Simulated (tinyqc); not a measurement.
Semiconductor laser, carrier and photon rate equations: modulation bandwidth against current.

Carrier density N and photon density S in one mode: dN/dt = F1 = eta I/(q V) - (A N + B N^2 + C N^3) - vg g S; dS/dt = F2 = G vg g S + G be B N^2 - S/tp, with g = g0 ln(N/Ntr)/(1 + ec S). Output power P = Fo Eph S V/(G tp). No heating, no carrier transport.

gth = 1/(G vg tp), Nth = Ntr exp(gth/g0), Ith = q V (A Nth + B Nth^2 + C Nth^3)/eta. N and S are the steady state (F1 = F2 = 0, S > 0). Jacobian, with a = g0/(N (1 + ec S)) and d = g/(1 + ec S): J11 = -(A + 2 B N + 3 C N^2) - vg a S, J12 = -vg d, J21 = G vg a S + 2 G be B N, J22 = G vg d - 1/tp. wR^2 = det J, gamma = -trace J, fR = wR/(2 pi); the response wR^2/(wR^2 - w^2 + i gamma w) falls to 1/sqrt(2) at w^2 = x + sqrt(x^2 + wR^4), x = wR^2 - gamma^2/2 (f3dB = w/(2 pi)).

Values chosen for this exercise: active volume V = 1.8e-12 cm^3; confinement factor G = 0.042; group velocity vg = 7.89e9 cm/s; gain coefficient g0 = 1400 1/cm; transparency density Ntr = 1.8e18 cm^-3; gain compression ec = 5.4e-18 cm^3; photon lifetime tp = 3.2 ps; defect recombination coefficient A = 2e8 1/s; radiative coefficient B = 7.5e-11 cm^3/s; Auger coefficient C = 4.5e-30 cm^6/s; share of spontaneous emission into the mode be = 0.00054; injection efficiency eta = 0.84; share of cavity losses that is output Fo = 0.3; photon energy Eph = 0.95 eV.

Constants: q = 1.602176634e-19 C. Results are converted to the units shown.

The same in every row: Ith (mA) = 0.63129.

Modulation bandwidth against current:
```
I (mA)    P (mW)  fR (GHz)  gamma (1/ns)  f3dB (GHz)
0.82    0.045309    1.3589        1.5401      2.0992
1.2      0.13603    2.3479        2.0633      3.6354
1.8      0.27942    3.3604        3.1386      5.2008
2.7      0.49454    4.4630        4.7973      6.8986
3.9      0.78136    5.5978        7.0119      8.6366
5.8       1.2355    7.0155        10.495      10.791
8.6       1.9048    8.6681        15.560      13.273
13        2.9565    10.717        23.353      16.295
19        4.3905    12.925        33.655      19.468
```

As I goes from 0.82 to 19 mA, fR rises from 1.36 to 12.9 GHz, gamma rises from 1.54 to 33.7 1/ns and f3dB rises from 2.10 to 19.5 GHz. Against I - Ith, fR goes with exponent 0.50 at the start and 0.47 at the end (1/2 without compression). The slope of gamma against fR^2 between the third and fourth rows, the K factor, is 0.192 ns. For I = 8.6 to 19 mA the current exceeds 12 Ith, where heating, left out here, usually rolls the output over.

Numbers from tinyqc (`OMP_NUM_THREADS=1 python tinyqc.py 2840027 2840028 out.jsonl`; about 0.01 s on one thread of a shared Intel Xeon 2.30GHz).
